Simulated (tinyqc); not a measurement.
Changing the length N of the open chain: classical Heisenberg spin chain: exact results, Metropolis, heat-bath and over-relaxation steps, and a Monte Carlo run. Computed by tinyqc, a small Python program. Command: `OMP_NUM_THREADS=1 python tinyqc.py 3130219 3130220 out.jsonl heismc sweep`. One thread of a shared host (Intel(R) Xeon(R) Processor @ 2.30GHz), about 0.01 s of CPU time with the checks.

E = -J sum_i s_i . s_(i+1) for unit vectors s_i on an open chain; K = J/(k_B T).

Inputs (values chosen for the exercise, for a model chain of large moments): coupling J = 6.4 meV; temperature T = 23.7 K; moment mu = 5.9 mu_B.

Constants: k_B = 8.617333262e-05 eV/K; mu_B = 5.7883818060e-05 eV/T.

Method. Each bond angle is independent, so u = <s_i . s_(i+1)> = coth K - 1/K, <s_i . s_(i+n)> = u^n, correlation length xi = -1/ln|u|, energy per bond -J u, heat capacity per bond c/k_B = 1 - K^2/sinh^2 K, and for the long chain chi = mu^2 (1 + u)/(3 k_B T (1 - u)) per spin. For N spins, <|sum s|^2>/N = (1 + u)/(1 - u) - 2 u (1 - u^N)/(N (1 - u)^2); the long chain has (1 + u)/(1 - u), chi over the Curie value, and the difference is relative to it.

One run for each value:
```
length N of the open chain  <|sum s|^2>/N  difference from the long chain (%)
2                                   1.685                              -68.47
3                                   2.225                              -58.35
5                                   3.003                              -43.80
8                                   3.704                              -30.67
12                                  4.207                              -21.25
20                                  4.655                              -12.88
40                                  4.999                               -6.44
80                                  5.171                               -3.22
200                                 5.274                               -1.29
```

Over the rows, <|sum s|^2>/N rises from 1.68 to 5.27 (exponent d ln y / d ln x 0.69 between the first rows and 0.022 between the last); difference from the long chain (%) rises from -68.5 to -1.29 (exponent d ln y / d ln x -0.39 between the first rows and -1.00 between the last).
